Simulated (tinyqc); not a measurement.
What each parameter does: Landau levels of a non-parabolic (Kane) conduction band at kz = 0.

Three-level Kane model: E = (N + 1/2) 2 muB B/m(E) + s g(E) muB B, s = +/-1/2, with 1/m(E) = 1 + (Ep/3)(2/(E + Eg) + 1/(E + Eg + Dso)) and g(E) = 2 - (2 Ep/3)(1/(E + Eg) - 1/(E + Eg + Dso)); E from the band edge, solved self-consistently; remote bands are left out, and so is the confinement energy of a real sheet, which raises m and lowers |g|.

In a field B along z: l = 1/sqrt((e/hbar) B) is the magnetic length, n_B = B/(h/e) the number of states per area in one level, hbar wc = 2 muB B/m for mass m in m0; 1/angstrom^2 = 1e16/cm^2.

Each listed level takes n_B electrons. At zero temperature and without broadening EF sits in the partly filled level.

Constants: e/hbar = 1.519267448e-05 1/(T angstrom^2); h/e = 413566.7697 T angstrom^2; muB = 5.788381798e-05 eV/T.

Parameters, chosen for this exercise (near those of GaSb; the results hold for these values, not for the real material):
- Eg = 0.833 eV (gap)
- Dso = 0.743 eV (spin-orbit splitting)
- Ep = 26.8 eV (Kane energy)
- B = 1.4 T (magnetic field)
- n = 5.9 x 1e11/cm^2 (electron sheet density)

The second and third levels from below, nu = n/n_B, and EF.

Results for these values:
```
case  second level (meV)  third level (meV)     nu  EF (meV)
base                2.60               6.47  17.43     37.58
```

What happens to each result for Ep = 22.8 eV, all else kept?

Answer: second level falls from 2.60 to 2.21; third level falls from 6.47 to 5.55; nu does not change at the printed digits; EF falls from 37.58 to 32.33.

The same for each parameter in turn:
```
case                  second level (meV)  third level (meV)     nu  EF (meV)
base                                2.60               6.47  17.43     37.58
B = 1.68 T                          3.12               7.75  14.52     39.05
Eg = 0.708 eV                       3.05               7.37  17.43     42.80
Dso = 0.632 eV                      2.60               6.60  17.43     38.09
Ep = 22.8 eV                        2.21               5.55  17.43     32.33
n = 7.08 x 1e11/cm^2                2.60               6.47  20.91     45.40
```

Run: tinyqc, `OMP_NUM_THREADS=1 python tinyqc.py 1280638 1280639 out.jsonl`; Intel(R) Xeon(R) Processor @ 2.30GHz, one thread, shared host; about 0.07 s of CPU time with all checks.
